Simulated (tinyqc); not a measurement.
Inside a calculation. Model: composition and strain of an epitaxial Si(1-x)Ge(x) layer from Raman and X-ray peaks. Computed by tinyqc, a small Python program that keeps every step. Command: `OMP_NUM_THREADS=1 python tinyqc.py 3016930 3016931 out.jsonl epiraman walk`. One thread of a shared host (Intel(R) Xeon(R) Processor @ 2.30GHz), about 0.01 s of CPU time with the checks. Intermediate numbers are printed to about 6 digits and carried at full precision; extremes and crossings named in words are read from the listed rows.

A (001) layer, biaxially strained in the plane. The Raman peaks follow empirical lines omega = w0 + c1 x + c3 x^3 + b eps (c3 for Si-Ge alone), with eps the in-plane strain.

Inputs (values chosen for the exercise, modelled on silicon-germanium):
```
quantity                        value      unit
Ge fraction x                    0.49         -
degree of relaxation R           0.29         -
lattice constant of Si          5.431  angstrom
lattice constant of Ge          5.658  angstrom
bowing B                        0.027  angstrom
2 C12/C11 of Si                 0.778         -
2 C12/C11 of Ge                 0.756         -
Si-Si: w0                       521.2      1/cm
Si-Si: c1                         -66      1/cm
Si-Si: strain coefficient b      -717      1/cm
Si-Ge: w0                       399.9      1/cm
Si-Ge: c1                        24.4      1/cm
Si-Ge: c3                       -35.2      1/cm
Si-Ge: strain coefficient b      -544      1/cm
Ge-Ge: w0                       280.2      1/cm
Ge-Ge: c1                        18.6      1/cm
Ge-Ge: strain coefficient b      -478      1/cm
uncertainty of a Raman peak      0.05      1/cm
X-ray wavelength             1.540598  angstrom
```

Substrate: silicon. Pair of peaks used: Si-Si and Si-Ge.

## Lattice constants and strain

Relaxed lattice constant a(x) = a_Si + (a_Ge - a_Si) x - B x (1 - x). In-plane constant a_par = a_sub + R (a(x) - a_sub); eps = a_par/a(x) - 1; eps_perp = -(2 C12/C11) eps with 2 C12/C11 linear in x; a_perp = a(x) (1 + eps_perp).

relaxed constant a(x) = 5.53548 angstrom

substrate constant a_sub = 5.431 angstrom

a_par = 5.46130 angstrom

in-plane strain eps = -13.4013 per mille

strain along the normal = 10.2818 per mille

a_perp = 5.59240 angstrom

The layer is under compression in the plane and is stretched along the normal.

## Raman peaks

Insert x and eps in the three lines; the strain part is b eps.

Si-Si peak = 498.469 1/cm

Si-Ge peak = 415.005 1/cm

Ge-Ge peak = 295.720 1/cm

strain parts (1/cm): Si-Si 9.60874, Si-Ge 7.29031, Ge-Ge 6.40583

Read as unstrained, the Si-Si peak would give x = 0.344 in place of 0.49.

## X-ray (004) reflection

Bragg angle theta = arcsin(2 lambda/a) for (004), for the substrate with a_sub and the layer with a_perp; separation in arc seconds.

theta of the substrate = 34.5646 degree

theta of the layer = 33.4330 degree

separation, layer less substrate = -4073.70 arcsec

## Back from two peaks to composition and strain

Unknowns x and eps (per mille). Newton steps: J d = (measured - model), J = [d omega/dx, d omega/d eps] for the two peaks; start at x = 0.5, eps = 0; stop when |d| < 1e-9. The peaks are rounded to 0.001 per cm; R = (a(x)(1 + eps) - a_sub)/(a(x) - a_sub).

peaks used (1/cm): Si-Si 498.469, Si-Ge 415.005

Iterations:
```
step         x  eps (per mille)  residual 1 (1/cm)  residual 2 (1/cm)
0     0.500000           0.0000             10.269        7.30500e+00
1     0.489885         -13.3911              0.000        5.36531e-03
2     0.489995         -13.4012              0.000        6.16937e-07
3     0.489995         -13.4012              0.000                  0
```

recovered x = 0.489995

recovered eps = -13.4012 per mille

recovered R = 0.29

## Which pair of peaks is best

For each pair invert J = [d omega/dx, d omega/d eps] at the true x. Independent errors of the given size in both peaks give sigma_x and sigma_eps = uncertainty x (norm of the rows of the inverse of J).

Error propagation:
```
pair               det J      sigma_x  sigma_eps (per mille)
Si-Si and Si-Ge  35.2196   0.00127772              0.0937077
Si-Si and Ge-Ge  44.8842  9.59944e-04              0.0763864
Si-Ge and Ge-Ge  10.5747   0.00342407              0.0880617
```

The pair Si-Si and Ge-Ge fixes x best (sigma_x = 9.6e-4) and Si-Ge and Ge-Ge worst (0.0034), a factor 3.6. Strain moves all peaks the same way, so a good pair needs different ratios of composition slope to strain coefficient, best of opposite sign; the slopes here are -66, -1.0 and 18.6 per cm for Si-Si, Si-Ge and Ge-Ge. Errors in the coefficients themselves are not counted.

## Relaxation at fixed composition

(004) Bragg angle theta = arcsin(2 lambda/a), with a = a_perp for the layer and a_sub for the substrate; separation = layer less substrate. The apparent x is the one that a fully strained layer (R = 0) would need to give the same a_perp.

Signatures; columns: (1) R; (2) eps (per mille); (3) Si-Si (1/cm); (4) Ge-Ge (1/cm); (5) a_perp (angstrom); (6) (004) separation (arcsec); (7) apparent x if R = 0 is assumed:
```
(1)        (2)      (3)      (4)      (5)       (6)       (7)
0.00  -18.8751  502.393  298.336  5.61564  -4636.92  0.490000
0.15  -16.0438  500.363  296.983  5.60362  -4346.31  0.459683
0.30  -13.2126  498.333  295.630  5.59160  -4054.18  0.429165
0.50   -9.4375  495.627  293.825  5.57556  -3662.28  0.388156
0.70   -5.6625  492.920  292.021  5.55953  -3267.63  0.346772
0.85   -2.8313  490.890  290.667  5.54751  -2969.80  0.315482
1.00    0.0000  488.860  289.314  5.53548  -2670.40  0.283971
```

Full relaxation moves the Si-Si peak by -13.53 per cm and shrinks the X-ray separation to 58 % of its strained value, about 1/(1 + 2 C12/C11). A symmetric reflection alone cannot part x from R: a relaxed layer read as strained gives x = 0.284 in place of 0.49. An asymmetric reflection or a second peak is needed.

Checks made by the program: recovered composition (relative difference 1e-05).
